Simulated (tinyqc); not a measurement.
Minigaps against first-order theory: band folding and unfolding in a supercell of a chain.

A chain with hopping -t and n = 6 sites a supercell. H(K) has v_j on the diagonal, -t between neighbours and -t exp(2 pi i K) on the bond that closes the cell (from the last site to the first of the next cell). The point K holds the n wave vectors k_m = (K + m)/n of the primitive zone, in 2 pi/a, m = 0 to n - 1, with E0 = -2t cos(2 pi k_m). The unfolding weight of a state c on k_m is |sum_j c_j exp(-2 pi i k_m j)|^2/n, j = 0 to n - 1.

Inputs chosen for the exercise: t = 1.7 eV (hopping); v = (0.442, 0.221, -0.221, -0.442, -0.221, 0.221) eV (site energies in the supercell).

Gap i lies between minibands i and i + 1, at K = 1/2 for odd i and K = 0 for even i, where k = +/- i/(2n) are degenerate; first order gives 2|V_i|, the Fourier component V_q = (1/n) sum_j v_j exp(-2 pi i q j/n) for q equal to the number of the gap. Computed for the potential at full and at half strength.

Gaps (eV):
```
i  E0 at the crossing  2|V_i|     gap  gap at half strength
1             -2.9445  0.4420  0.4395                0.2207
2             -1.7000  0.0000  0.0558                0.0143
3              0.0000  0.0000  0.0050                0.0006
4              1.7000  0.0000  0.0558                0.0143
5              2.9445  0.4420  0.4395                0.2207
```

What does the comparison show?

Halving the potential about halves gaps 1 and 5, the scaling of first order. For i = 2, 3 and 4 the first-order term is below 1 meV and the gap opens at higher order (full over half strength: 3.9, 8.0 and 3.9). The largest miss of first order is 56 meV, at i = 2 and 4; the potential spans 0.52 t.

Computed by tinyqc, a small Python program: `OMP_NUM_THREADS=1 python tinyqc.py 1480255 1480256 out.jsonl` (the numbers bound the seed that draws the inputs); one thread of a shared host (Intel(R) Xeon(R) Processor @ 2.30GHz), about 0.01 s for the whole set of steps.
